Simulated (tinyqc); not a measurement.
Inverter chain driving a load.

N inverters, each f = Hc^(1/N) times larger than the one before: delay tau N (f + pp). Switched capacitance in units of the first input, with output capacitance pp times the input: Hc + (1 + pp)(Hc - 1)/(f - 1).

Inputs (values chosen for the exercise): load over the input capacitance of the chain Hc = 520; parasitic delay of an inverter pp = 0.6; delay unit tau = 2 ps.

Inverter chain driving a load:
```
N,f,delay (ps),switched capacitance
2,22.80,93.61,558.1
3,8.041,51.85,637.9
4,4.775,43.00,740.0
5,3.493,40.93,853.1
6,2.836,41.23,972.4
7,2.443,42.61,1095
8,2.185,44.56,1221
9,2.003,46.86,1348
```

The delay goes from 93.6 through a minimum of 40.9 (at N = 5 among the rows listed) to 46.9 ps. The best stage effort solves pp + rho (1 - ln rho) = 0, rho = 3.27, which gives N = ln Hc/ln rho = 5.28. One stage fewer than the best costs 5.1 % in delay and saves 13 % of the switched capacitance.

Numbers from tinyqc (`OMP_NUM_THREADS=1 python tinyqc.py 2082120 2082121 out.jsonl`; about 0.01 s on one thread of a shared Intel Xeon 2.30GHz).
